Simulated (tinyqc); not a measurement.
Comparisons within one model: six-band Luttinger-Kohn model with strain. A value that a table varies takes the place of the one given here.

Six-band Luttinger-Kohn model in the basis |3/2,3/2>, |3/2,1/2>, |3/2,-1/2>, |3/2,-3/2>, |1/2,1/2>, |1/2,-1/2>, electron energies, zero at the top of the unstrained valence band. H = -[rows: (P+Q, -S, R, 0, -S/r2, r2 R); (-S*, P-Q, 0, R, -r2 Q, r32 S); (R*, 0, P-Q, S, r32 S*, r2 Q); (0, R*, S*, P+Q, -r2 R*, -S*/r2); (-S*/r2, -r2 Q, r32 S, -r2 R, P+Dso, 0); (r2 R*, r32 S*, r2 Q, -S/r2, 0, P+Dso)], r2 = sqrt(2), r32 = sqrt(3/2). Levels are twofold.

P = c g1 k^2 - av tr(e); Q = c g2 (kx^2 + ky^2 - 2 kz^2) - (b/2)(exx + eyy - 2 ezz); R = c sqrt3 [-g2 (kx^2 - ky^2) + 2i g3 kx ky] + (sqrt3/2) b (exx - eyy) - i d exy; S = 2 c sqrt3 g3 (kx - i ky) kz - d (exz - i eyz); c = hbar^2/2m0, e the strain tensor (not engineering shear).

s11 = (C11 + C12)/((C11 - C12)(C11 + 2 C12)), s12 = -C12/((C11 - C12)(C11 + 2 C12)), s44 = 1/C44; exx = s11 sxx + s12 (syy + szz) and cyclic, exy = s44 sxy/2; tension is positive. A uniaxial stress X along the unit vector n is s_ij = X n_i n_j.

Constants: hbar^2/2m0 = 3.80998211 eV angstrom^2.

Values chosen for the exercise (near those of InP; shifted at random, so the results belong to these values and not to a real crystal):

| symbol | value | unit | meaning |
|---|---|---|---|
| Dso | 0.111 | eV | spin-orbit splitting |
| g1 | 5.05 |  | Luttinger gamma1 |
| g2 | 1.58 |  | gamma2 |
| g3 | 2.08 |  | gamma3 |
| av | 0.61 | eV | valence hydrostatic potential |
| b | -1.93 | eV | tetragonal shear potential |
| d | -5.17 | eV | trigonal shear potential |
| C11 | 106.6 | GPa |  |
| C12 | 56.3 | GPa |  |
| C44 | 47.4 | GPa |  |
| load | uniaxial [100] |  | kind of stress |
| X1 | 1.2 | GPa | size of the stress |
| E_h | 60 | meV | hole energy below the top |
| X | -1.09 | GPa | stress |

## Sweep of a uniaxial [100] stress

Edges at k = 0 and curvature masses of the top pair along [110] and [001] (step 0.0002 1/angstrom); at zero stress the top is fourfold and has no single curvature.

Edges and masses:

| X (GPa) | top (eV) | second (eV) | third (eV) | splitting (meV) | m [110] | m [001] |
|---|---|---|---|---|---|---|
| -3.00 | 0.1919 | -0.1235 | -0.2045 | 315.4 | 0.152 | 0.507 |
| -2.00 | 0.1208 | -0.0823 | -0.1662 | 203.1 | 0.153 | 0.487 |
| -1.00 | 0.0532 | -0.0412 | -0.1314 | 94.4 | 0.156 | 0.433 |
| 0.00 | 0.0000 | 0.0000 | -0.1110 | 0.0 | - | - |
| 1.00 | 0.0412 | -0.0066 | -0.1372 | 47.8 | 0.235 | 0.151 |
| 2.00 | 0.0823 | 0.0216 | -0.1982 | 60.7 | 0.235 | 0.151 |
| 3.00 | 0.1235 | 0.0581 | -0.2675 | 65.4 | 0.235 | 0.151 |

The splitting reaches 315.4 meV under compression and 65.4 meV under the same tension; linear shear terms alone would make the two equal, and the difference comes from the coupling to the split-off band. At the ends of the sweep the top pair has a mass along [110] of 0.152 under compression and 0.235 under tension, so compression gives the lighter holes along [110]; along [001] it has 0.507 and 0.151. The top edge itself moves by +192 and +123 meV. The ends of the sweep mean strains up to 4.4 %, beyond the range of linear deformation potentials.

## Which stress helps holes along [110]

Each load has size X1 (biaxial: sxx = syy); masses are curvatures of the top pair at k = 0.

Results:

| load | splitting (meV) | top edge (meV) | m [110] | m [001] |
|---|---|---|---|---|
| uniaxial [110], compression | 98.1 | 55.3 | 0.084 | 0.446 |
| uniaxial [110], tension | 49.9 | 43.9 | 0.760 | 0.131 |
| uniaxial [100], compression | 115.6 | 66.2 | 0.155 | 0.449 |
| uniaxial [100], tension | 51.8 | 49.4 | 0.235 | 0.151 |
| uniaxial [111], compression | 92.8 | 51.6 | 0.116 | 0.198 |
| uniaxial [111], tension | 47.4 | 41.1 | 0.337 | 0.198 |
| biaxial (001), compression | 51.8 | 39.4 | 0.151 | 0.529 |
| biaxial (001), tension | 115.6 | 76.2 | 0.449 | 0.093 |

The lightest mass along [110] (0.084) comes with uniaxial [110], compression. The largest splitting (115.6 meV) comes with uniaxial [100], compression; biaxial (001), tension. The heaviest mass along [001] (0.529), which lowers the confinement energy in a (001) channel, comes with biaxial (001), compression. The splitting per GPa follows b (s11 - s12) for loads along cube axes and d s44 for [111]: here 2 |b| (s11 - s12) = 76.7 and |d| s44/sqrt3 = 63.0 meV per GPa in the limit of large Dso; where the splitting nears Dso, mixing with the split-off band makes it depend on the sign of the load.

## Warping of the constant-energy contours (six-band Luttinger-Kohn model)

No strain (e = 0). In the plane kz = 0, |k| where the top and second pairs lie E_h below the top, against the angle from [100]; m = c k^2/E_h.

Contours:

| angle (degrees) | k top (1/angstrom) | k second (1/angstrom) | m top (m0) | m second (m0) |
|---|---|---|---|---|
| 0 | 0.0913 | 0.0500 | 0.529 | 0.159 |
| 9 | 0.0934 | 0.0501 | 0.554 | 0.160 |
| 18 | 0.1004 | 0.0503 | 0.640 | 0.161 |
| 27 | 0.1141 | 0.0506 | 0.827 | 0.163 |
| 36 | 0.1356 | 0.0508 | 1.167 | 0.164 |
| 45 | 0.1502 | 0.0509 | 1.432 | 0.164 |

The heavy contour reaches 1.645 times as far along [110] as along [100], the light one 1.016 times. The warping follows g3 - g2 = 0.50 and would vanish for g2 = g3. Along [100] the heavy mass is 1/(g1 - 2 g2) = 0.529 at any energy, while the light one is 0.1590, against 1/(g1 + 2 g2) = 0.1218 at the edge, for E_h/Dso = 0.54.

## What each parameter does

Edges at k = 0 under a uniaxial [100] stress X and the curvature mass of the top pair along [110] (step 0.0002 1/angstrom). Each row changes one parameter from the base and keeps the others.

Results:

| case | top (eV) | second (eV) | third (eV) | mass (m0) |
|---|---|---|---|---|
| base | 0.0590 | -0.0449 | -0.1343 | 0.155 |
| g1 = 4.04 | 0.0590 | -0.0449 | -0.1343 | 0.184 |
| C11 = 85.28 GPa | 0.1152 | -0.0760 | -0.1603 | 0.153 |
| g3 = 1.664 | 0.0590 | -0.0449 | -0.1343 | 0.155 |
| g2 = 1.264 | 0.0590 | -0.0449 | -0.1343 | 0.162 |
| C44 = 37.92 GPa | 0.0590 | -0.0449 | -0.1343 | 0.155 |
| av = 0.732 eV | 0.0584 | -0.0455 | -0.1349 | 0.155 |
| d = -4.136 eV | 0.0590 | -0.0449 | -0.1343 | 0.155 |

The largest shifts from the base row, up to three for each result and ties (the steps differ in size, so this ranks the rows, not the parameters). top (eV): C11 +0.0561, av -0.0006; unchanged at the printed digits by g1, g3, g2, C44 and d. second (eV): C11 -0.0311, av -0.0006; unchanged at the printed digits by g1, g3, g2, C44 and d. third (eV): C11 -0.0260, av -0.0006; unchanged at the printed digits by g1, g3, g2, C44 and d. mass (m0): g1 +0.029, g2 +0.007, C11 -0.002; unchanged at the printed digits by g3, C44, av and d. The Luttinger parameters multiply k^2 and cannot move the edges; av shifts all edges alike and leaves the mass.

(tinyqc, `OMP_NUM_THREADS=1 python tinyqc.py 1050819 1050820 out.jsonl`, Intel(R) Xeon(R) Processor @ 2.30GHz, 1 thread, shared host, about 0.03 s.)
